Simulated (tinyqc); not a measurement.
Threshold-voltage variability of a planar MOSFET, analytic estimates: effect of the correlation length of the roughness.

Three independent sources add in quadrature: random dopants in the depleted layer, metal-gate grains of two orientations, and roughness of the two gate edges acting through the roll-off VT = VT(long) - Vr exp(-L/l). These are first-order estimates: no three-dimensional electrostatics, no percolation.

ni = sqrt(Nc Nv) exp(-Eg/(2 Vt)), Eg in volts; Cox = 3.9 eps0/ti; Wd = sqrt(4 eps0 eps_r Vt ln(Na/ni)/(q Na)); dopants: s1 = (q/Cox) sqrt(Na Wd/(3 L W)). Grains: Ng = L W/G^2 (at least 1), s2 = dW sqrt(p (1 - p)/Ng). Edges, with exponential correlation and u = W/La: the mean gate length has sL^2 = 2 De^2 (2/u)[1 - (1 - exp(-u))/u]; s3 = sL (Vr/l) exp(-L/l). s = sqrt(s1^2 + s2^2 + s3^2). l and Vr are held fixed.

Values chosen for this exercise; material values close to those of germanium: temperature T = 273 K; band gap Eg = 0.655 eV; relative permittivity of the semiconductor eps_r = 16.1; conduction-band density of states at T Nc = 9.03e18 cm^-3; valence-band density of states at T Nv = 5.31e18 cm^-3; channel doping Na = 4.4e17 cm^-3; oxide-equivalent thickness in inversion ti = 2.3 nm; gate length L = 45 nm; gate width W = 47 nm; metal grain size G = 10 nm; work-function difference of the two grain orientations dW = 0.1 eV; share of the orientation of higher work function p = 0.5; rms roughness of one gate edge De = 1.6 nm; decay length of the threshold roll-off l = 8.8 nm; prefactor of the roll-off Vr = 2.6 V.

Constants: q = 1.602176634e-19 C, kB = 1.380649e-23 J/K, Vt = kB T/q, eps0 = 8.8541878128e-14 F/cm where lengths are in cm. Results are converted to the units shown.

The same in every row: s1 (mV) = 19.08; s2 (mV) = 10.87.

Results:

| La (nm) | s3 (mV) | s (mV) | s sqrt(L W) (mV um) |
|---|---|---|---|
| 2 | 1.148 | 21.99 | 1.011 |
| 5 | 1.753 | 22.03 | 1.013 |
| 10 | 2.330 | 22.08 | 1.016 |
| 40 | 3.366 | 22.22 | 1.022 |
| 80 | 3.663 | 22.26 | 1.024 |
| 160 | 3.833 | 22.29 | 1.025 |

Estimate the missing row, La = 20 nm.

Computed row:

| La (nm) | s3 (mV) | s (mV) | s sqrt(L W) (mV um) |
|---|---|---|---|
| 20 | 2.909 | 22.15 | 1.019 |

With this row back in the table: As La goes from 2 to 160 nm, s rises from 22.0 to 22.3 mV. The dopants are the largest source in the first and the last row. The edge term s3 rises from 1.15 to 3.83 mV: a longer correlation averages out less along the width. In every row the depletion depth exceeds L, so source and drain share much of the charge and s1 is rough.

Numbers from tinyqc (`OMP_NUM_THREADS=1 python tinyqc.py 2090057 2090058 out.jsonl`; about 0.01 s on one thread of a shared Intel Xeon 2.30GHz).
